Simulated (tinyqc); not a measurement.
## Charge pumping in an n-channel transistor: triangular pulses against frequency

The gate is pulsed from accumulation to inversion and back. Energies E are counted from the intrinsic level; Dit(E) = D0 [1 + b (2 E/Eg)^2]. During each edge the traps near the bands emit their carriers, and those between Eh and Ee recombine once a cycle.

For a symmetric triangular wave tr = tf = 1/(2 f). ni = sqrt(Nc Nv) exp(-Eg/(2 Vt)), Eg in volts; emission times te = (dV/Va) tf and th = (dV/Va) tr; Ee = -Vt ln(vth sn ni te), Eh = +Vt ln(vth sp ni th). Nit = integral of Dit from Eh to Ee = D0 [Ee - Eh + 4 b (Ee^3 - Eh^3)/(3 Eg^2)], Qcp = q A Nit, Icp = f Qcp.

Inputs (values chosen for the exercise); band and dielectric values close to those of silicon:

| symbol | value | unit | meaning |
|---|---|---|---|
| T | 300 | K | temperature |
| Eg | 1.1 | eV | band gap |
| Nc | 2.77e19 | cm^-3 | conduction-band density of states at 300 K |
| Nv | 2.62e19 | cm^-3 | valence-band density of states at 300 K |
| A | 0.29 | um^2 | gate area |
| D0 | 2.4e11 | cm^-2 eV^-1 | trap density at midgap |
| b | 3.9 |  | rise of the trap density towards the band edges |
| sn | 3.4e-15 | cm^2 | cross-section for electrons |
| sp | 1.1e-15 | cm^2 | cross-section for holes |
| vth | 1.6e7 | cm/s | thermal velocity at 300 K, one nominal value for electrons and holes |
| dV | 0.58 | V | Vth - Vfb |
| Va | 2 | V | pulse height |

Constants: q = 1.602176634e-19 C, kB = 1.380649e-23 J/K, Vt = kB T/q. Results are converted to the units shown.

Results:
```
f (Hz)  Ee (eV)  Eh (eV)  Nit (cm^-2)  Icp (pA)  Qcp (fC)
2200    0.07469  -0.1039     4.444e10   0.04542   0.02065
5100    0.09642  -0.1256     5.625e10    0.1333   0.02614
12000    0.1185  -0.1477     6.894e10    0.3844   0.03203
26000    0.1385  -0.1677     8.110e10    0.9798   0.03768
59000    0.1597  -0.1889     9.482e10     2.599   0.04406
3e5      0.2018  -0.2309     1.250e11     17.43   0.05809
6.9e5    0.2233  -0.2525     1.423e11     45.61   0.06610
1.6e6    0.2450  -0.2742     1.611e11     119.7   0.07483
3.5e6    0.2653  -0.2944     1.799e11     292.6   0.08359
```

Estimate the missing row, f = 1.3e5 Hz.

Computed row:
```
f (Hz)  Ee (eV)  Eh (eV)  Nit (cm^-2)  Icp (pA)  Qcp (fC)
1.3e5    0.1801  -0.2093     1.090e11     6.581   0.05062
```

With this row back in the table: Qcp rises from 0.0206 to 0.0836 fC, by 0.0150 fC a decade between the first two rows and 0.0258 between the last two (2 q A D0 Vt ln 10 = 0.0133 fC): faster edges leave less time for emission and widen the window, so Icp grows faster than f, as f^(1.19).

Range of the model: The Fermi levels of inversion and accumulation are taken to lie beyond Ee and Eh, the flat tops to fill all traps, and no geometric current is added.

Program tinyqc, `OMP_NUM_THREADS=1 python tinyqc.py 2030153 2030154 out.jsonl`; Intel Xeon 2.30GHz, shared host, one thread, about 0.01 s.
